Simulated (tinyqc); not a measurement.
Model-solid line-up of a strained alloy layer on a substrate, step by step. Values are carried at full precision from step to step, so a last printed digit may differ when a step is redone from the rounded ones.

All values of the alloy are linear in x but the gap, Eg(x) = (1 - x) Eg_A + x Eg_B - C x (1 - x), and the valence edge, Ev(x) = (1 - x) Ev_A + x Ev_B + fv C x (1 - x); Ec = Ev + Eg. Ev is the top of the unstrained valence band on a scale common to all materials. In the layer only the Gamma valley of the conduction band is followed, also where an X or L valley would lie lower.

Inputs chosen for the exercise (A near InAs, B near AlAs, substrate near InAs; shifted at random, so the results belong to these values and not to a real crystal):
- a = (6.056, 5.663) angstrom (lattice constant of A, B)
- Eg = (0.421, 3.131) eV (gap at Gamma to the s-like level of A, B)
- Dso = (0.39, 0.282) eV (spin-orbit splitting of A, B)
- Ev = (-0.58, -1.33) eV (top of the unstrained valence band of A, B)
- ac = (-5.01, -5.63) eV (conduction deformation potential of A, B)
- av = (1, 2.5) eV (valence hydrostatic potential of A, B)
- b = (-1.8, -2.33) eV (tetragonal shear potential of A, B)
- d = (-3.6, -3.45) eV (trigonal shear potential of A, B)
- C11 = (84.1, 126.4) GPa (of A, B)
- C12 = (45.6, 53.7) GPa (of A, B)
- C44 = (39.7, 54.4) GPa (of A, B)
- C = 0.792 eV (bowing of the gap)
- fv = 0.2 (share of the bowing taken by the valence edge)
- x = 0.27 (fraction of B)
- a_s = 6.056 angstrom (substrate)
- face = 111 (growth face)
- Eg_s = 0.421 eV (lowest gap of the substrate)
- Ev_s = -0.58 eV (substrate valence edge)
- e14 = -0.08 C/m^2 (piezoelectric constant of the layer)
- eps = 13.9 (dielectric constant)
- Lw = 6 nm (thickness of the layer)

## Values of the alloy

Interpolate.

Alloy at x (a in angstrom, C11, C12, C44 in GPa, all else in eV):
```
symbol    value
a        5.9499
Eg       0.9966
Dso      0.3608
Ev      -0.7513
ac      -5.1774
av       1.4050
b       -1.9431
d       -3.5595
C11     95.5210
C12     47.7870
C44     43.6690
```

## Strain on the (111) substrate

Coherent growth on a (111) face: e_par = (a_s - a)/a, e_perp = -(2 C11 + 4 C12 - 4 C44)/(C11 + 2 C12 + 4 C44) e_par; exx = eyy = ezz = (2 e_par + e_perp)/3 and exy = eyz = ezx = (e_perp - e_par)/3.

Use the values of the alloy.

e_par = 0.017834
e_perp = -0.010118

strain tensor in the cubic axes:
```
           x          y          z
x   0.008517  -0.009317  -0.009317
y  -0.009317   0.008517  -0.009317
z  -0.009317  -0.009317   0.008517
```

The layer is under tension in the plane; its volume changes by +2.555 %.

## Strained band edges

Strained edges: Ec + ac tr(e); the valence edges are Ev plus the levels of the 6 x 6 matrix of X, Y, Z times spin with -Dso/3 + l exx + m (eyy + ezz) on the diagonal (cyclic), n exy off it, l = av + 2 b, m = av - b, n = sqrt(3) d. Spin-orbit term (Dso/3) L.sigma on X, Y, Z with (L_k)_ij = -i epsilon_kij: <X+|H|Y+> = -i Dso/3, <X+|H|Z-> = Dso/3, <Y+|H|Z-> = -i Dso/3, <Z+|H|X-> = -Dso/3, <Z+|H|Y-> = i Dso/3, <X-|H|Y-> = i Dso/3, and their conjugates; + and - are the spin along z.

Give the hydrostatic shifts, the strain block and the edges.

ac tr(e), av tr(e) (eV): -0.1323  0.0359

strain block (eV):
```
        X       Y       Z
X  0.0359  0.0574  0.0574
Y  0.0574  0.0359  0.0574
Z  0.0574  0.0574  0.0359
```

Ec and the three valence edges from the top (eV): 0.1130  -0.6427  -0.7728  -1.0914

strained gap = 0.7557 eV

Strain moves the gap by -241 meV: -168 meV from the volume and -73 meV from the splitting of the valence edge, which always raises the top.

## Offsets against the substrate material

dEc = Ec(substrate) - Ec(layer), dEv = Ev(layer) - Ev(substrate); positive values confine the carrier in the layer. Type I: both of one sign; type II: opposite signs; type III: the gaps do not overlap.

Give also the smallest gap across the interface, min Ec - max Ev.

dEc = -0.2720 eV
dEv = -0.0627 eV

type: I

smallest gap = 0.4210 eV

Both carriers collect in the substrate material; the conduction band takes 81 % of the gap difference. Where the alloy is indirect its X or L edge, left out, lies lower and changes dEc.

## Piezoelectric polarisation

P_x = 2 e14 eyz and cyclic. The field along the normal n of the (111) face is -P.n/(eps eps0) in a layer between thick unstrained barriers, eps0 = 8.8541878e-12 F/m; 1 kV/cm = 1e5 V/m.

P (C/m^2): 0.001491  0.001491  0.001491

P.n = 0.002582 C/m^2
field along n = -209.8 kV/cm
potential drop across the layer = 125.9 mV

The drop of 126 meV tilts both band edges, pulls electrons and holes to opposite faces and lowers the transition; a (001) layer has no shear and no such field.

Program tinyqc; command `OMP_NUM_THREADS=1 python tinyqc.py 1080524 1080525 out.jsonl`; about 0.02 s on one thread of a shared Intel(R) Xeon(R) Processor @ 2.30GHz.
